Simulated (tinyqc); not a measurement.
Bands along [100] with and without spin-orbit coupling: tight-binding t2g bands of a cubic perovskite.

Orbitals yz, zx, xy (X, Y, Z below) times spin. E_xy = Dt + 2t (2 - cos x - cos y) + 2 td (1 - cos z) + 4 t2 (1 - cos x cos y) with x = kx a and so on; yz and zx follow by cyclic change, without Dt. Spin-orbit term -(Dso/3) L.sigma + Dso/3 with (L_k)_ij = -i epsilon_kij in X, Y, Z: for Dt = 0 the quartet lies at 0 and the doublet at Dso.

Parameters, chosen for this exercise (of the size met in SrTiO3 and KTaO3; not measured data): t = 0.469 eV (strong hopping); td = 0.042 eV (weak hopping); t2 = 0 eV (diagonal hopping in the plane of the orbital); Dso = 0.038 eV (spin-orbit splitting at Gamma); Dt = 0 eV (shift of xy (tetragonal field or confinement)).

k = (x,0,0). The plain columns hold the three orbital energies without spin-orbit coupling, sorted.

Levels (eV):
```
x (2 pi/a),plain 1,plain 2,plain 3,pair 1,pair 2,pair 3
0.00,0.0000,0.0000,0.0000,0.0000,0.0000,0.0380
0.02,0.0007,0.0074,0.0074,0.0027,0.0074,0.0434
0.04,0.0026,0.0295,0.0295,0.0084,0.0295,0.0617
0.06,0.0059,0.0659,0.0659,0.0144,0.0659,0.0954
0.10,0.0160,0.1791,0.1791,0.0269,0.1791,0.2063
0.15,0.0346,0.3867,0.3867,0.0464,0.3867,0.4129
0.20,0.0580,0.6481,0.6481,0.0702,0.6481,0.6740
0.30,0.1100,1.2279,1.2279,0.1223,1.2279,1.2535
0.50,0.1680,1.8760,1.8760,0.1805,1.8760,1.9015
```

What does the comparison show, and why?

At the zone edge the heavy yz band has risen by 0.168 eV (4 td) and the light ones by 1.876 eV (4t + 8 t2). Spin-orbit coupling mixes the orbitals while their spacing is below Dso = 0.038 eV: the lowest pair lies +2.0 meV from the plain band at x = 0.02 and +12.5 meV at the edge, where yz has parted from the other two and its offset tends to Dso/3 = 12.7 meV; zx and xy, 0 meV apart without the coupling, still mix there.

tinyqc: `OMP_NUM_THREADS=1 python tinyqc.py 1481944 1481945 out.jsonl`; about 0.01 s, one thread, shared Intel(R) Xeon(R) Processor @ 2.30GHz.
